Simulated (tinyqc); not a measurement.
Changing the atoms per cluster m: solid solubility of a dopant against its melt (retrograde solidus), clustering and the electrically active fraction. Computed by tinyqc, a small Python program. Command: `OMP_NUM_THREADS=1 python tinyqc.py 3001471 3001472 out.jsonl retro sweep`. One thread of a shared host (Intel(R) Xeon(R) Processor @ 2.30GHz), about 0.01 s of CPU time with the checks.

Inputs (values chosen for the exercise):

| quantity | value | unit |
|---|---|---|
| total dopant density N_t | 6.8e+20 | 1/cm^3 |
| cluster scale N* at 1273 K | 3e+20 | 1/cm^3 |
| activation energy E_b of the cluster scale | 0.38 | eV |
| anneal temperature T_a | 1025 | K |
| mobility mu | 55 | cm^2/(V s) |

Clustering: clusters of m atoms, electrons left out.

Constants: k_B = 8.617333262e-05 eV/K; e = 1.602176634e-19 C.

Method. A highly soluble donor (another dopant than that of the solidus) is limited by clustering. Donors N_a are active, and clusters hold m atoms each: N_t = N_a + m C, m C = N* (N_a/N*)^m, with N*(T) = N*(1273 K) exp[-(E_b/k_B)(1/T - 1/1273)]. Resistivity = 1/(e mu N_a).

One run for each value:

| atoms per cluster m | active density N_a (1/cm^3) | active fraction |
|---|---|---|
| 2 | 2.3917e+20 | 0.35172 |
| 3 | 2.0059e+20 | 0.29499 |
| 4 | 1.8165e+20 | 0.26713 |
| 5 | 1.7058e+20 | 0.25085 |
| 6 | 1.6336e+20 | 0.24023 |

What does the table show?

Over the rows, active density N_a (1/cm^3) falls from 2.39e20 to 1.63e20 (exponent d ln y / d ln x -0.43 between the first rows and -0.24 between the last); active fraction falls from 0.352 to 0.240 (exponent d ln y / d ln x -0.43 between the first rows and -0.24 between the last).

Caution (all rows): this clustering law is a generic form; degeneracy and a doping-dependent mobility are left out.
